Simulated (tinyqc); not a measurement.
Worked calculation: strain-driven roughening and islands of a mismatched epitaxial film. Computed by tinyqc, a small Python program that keeps every step. Command: `OMP_NUM_THREADS=1 python tinyqc.py 3021983 3021984 out.jsonl island walk`. One thread of a shared host (Intel(R) Xeon(R) Processor @ 2.30GHz), about 0.01 s of CPU time with the checks. Intermediate numbers are printed to about 6 digits and carried at full precision; extremes and crossings named in words are read from the listed rows.

Film and substrate share isotropic elastic constants; the film is coherent and biaxially strained.

Inputs (values chosen for the exercise, modelled on Si(0.5)Ge(0.5) on Si):
```
quantity                                      value       unit
misfit |f|                                    0.022          -
shear modulus G                                59.9        GPa
Poisson ratio nu                               0.24          -
surface energy gamma                           1.19      J/m^2
contact angle of the shallow shape theta_1     13.4    degrees
contact angle of the steep shape theta_2       23.5    degrees
facet energy of shape 1 over gamma            1.009          -
facet energy of shape 2 over gamma            1.017          -
wetting energy gamma_s - gamma                 0.24      J/m^2
decay length of wetting delta                  0.21         nm
surface mobility D_s nu_s Omega^2/(k_B T)   1.9e-34  m^6/(J s)
initial ripple amplitude A0                   0.097         nm
ripple wavelength over the critical one           2          -
island volume V                              280000       nm^3
```

Transport: surface diffusion.

Constants: e = 1.602176634e-19 C.

## Elastic energy of the flat film

M = 2 G (1 + nu)/(1 - nu); stress = M f; energy density w = M f^2.

biaxial modulus M = 195.463 GPa

stress = 4.30019 GPa

energy density w = 94.6042 MJ/m^3

## Asaro-Tiller-Grinfeld instability

A ripple A cos(k x) has the surface chemical potential per volume [gamma k^2 - 2 (1 + nu) w k] A cos(k x), so k_c = 2 (1 + nu) w/gamma. With surface diffusion the amplitude grows at the rate q = B k^2 [2 (1 + nu) w k - gamma k^2], fastest at k_m = (3/4) k_c. B is the surface mobility.

k_c = 0.197158 1/nm

critical wavelength = 31.8687 nm

fastest wavelength = 42.4917 nm

growth time 1/q at k_m = 27.7534 s

A ripple of A0 needs about 86 s to reach a twentieth of its wavelength.

## A ripple of given wavelength

A ripple A cos(k x) has the surface chemical potential per volume [gamma k^2 - 2 (1 + nu) w k] A cos(k x), so k_c = 2 (1 + nu) w/gamma. With surface diffusion the amplitude grows at the rate q = B k^2 [2 (1 + nu) w k - gamma k^2], fastest at k_m = (3/4) k_c. B is the surface mobility. Stress at the trough = stress x (1 + 2 k A).

k = 0.0985791 1/nm

rate q = 0.0213521 1/s

q over the largest rate = 0.592593

stress concentration at A0 = 1.01912

The ripple grows.

## Wetting layer

The surface energy depends on thickness as gamma + (gamma_s - gamma) exp(-h/delta). Its curvature adds W2 = (gamma_s - gamma) exp(-h/delta)/delta^2 to the restoring terms; the flat film is stable while W2 > (1 + nu)^2 w^2/gamma, which gives h_c = delta ln[(gamma_s - gamma) gamma/(delta^2 (1 + nu)^2 w^2)], or 0 if negative.

wetting-layer thickness h_c = 1.29234 nm

Layer-by-layer growth up to h_c, then roughening: the Stranski-Krastanov mode.

## Island nucleation

Shallow faceted island (Tersoff form): E = 4 Gam V^(2/3) tan^(1/3)(theta) - 6 c V tan(theta), Gam = gamma [x/sin(theta) - 1/tan(theta)], x the facet energy over gamma, c = stress^2 (1 - nu)/(2 pi G). The barrier is the maximum of E, at V_c = [4 Gam/(9 c)]^3 / tan^2(theta) (1 GPa nm = 1 J/m^2).

c = 0.0373407 GPa

Gam of shape 1 = 0.186007 J/m^2

critical volume, shape 1 = 191.200 nm^3

barrier, shape 1 = 31.8481 eV

Gam of shape 2 = 0.298254 J/m^2

critical volume, shape 2 = 236.625 nm^3

barrier, shape 2 = 71.9376 eV

The shallow shape has the lower barrier. Each barrier is a third of the surface term at V_c and scales as Gam^3/c^2, that is as f^(-4).

## Which shape at the volume V

The two energies cross at V_x^(1/3) = 4 [Gam_2 t2^(1/3) - Gam_1 t1^(1/3)]/(6 c (t2 - t1)), t = tan(theta); mu = dE/dV.

E of shape 1 = -80957.9 eV

E of shape 2 = -146104 eV

crossing volume V_x = 1014.77 nm^3

jump of mu at V_x, shape 2 less shape 1 = -14.6808 MJ/m^3

At V the steep shape is lower. At V_x the chemical potential drops, so islands that have turned steep grow at the cost of the shallow ones.

## Scaling with the misfit

A ripple A cos(k x) has the surface chemical potential per volume [gamma k^2 - 2 (1 + nu) w k] A cos(k x), so k_c = 2 (1 + nu) w/gamma. With surface diffusion the amplitude grows at the rate q = B k^2 [2 (1 + nu) w k - gamma k^2], fastest at k_m = (3/4) k_c. V_c = [4 Gam/(9 c)]^3/tan^2(theta), barrier = (4/3) Gam V_c^(2/3) tan^(1/3)(theta); the growth time is 1/q at k_m.

Misfit scaled at fixed constants:
```
|f| (%)  fastest wavelength (nm)  growth time (s)  V_c of shape 1 (nm^3)  barrier of shape 1 (eV)
0.55                     679.866      1.81884e+06            7.83154e+05              8.15311e+03
0.77                     346.871      1.23246e+05            1.04011e+05              2.12232e+03
1.10                     169.967      7.10486e+03            1.22368e+04              5.09569e+02
1.54                      86.718      4.81428e+02            1.62517e+03              1.32645e+02
2.20                      42.492      2.77534e+01            1.91200e+02              3.18481e+01
3.08                      21.679      1.88058e+00            2.53933e+01              8.29031e+00
```

Halving the misfit stretches the wavelength 4 times, the barrier 16 times, the volume 64 times and the time 256 times: f^(-2), f^(-4), f^(-6), f^(-8). Over these rows the time spans 6.0 decades: strongly mismatched films tend to roughen first, while dilute alloys have time to stay flat. Rows with wavelengths under 10 nm or volumes under 5 nm^3 are beyond the continuum picture.

Checks made by the program: k_m against a numerical maximum of the rate (relative difference 5e-10).
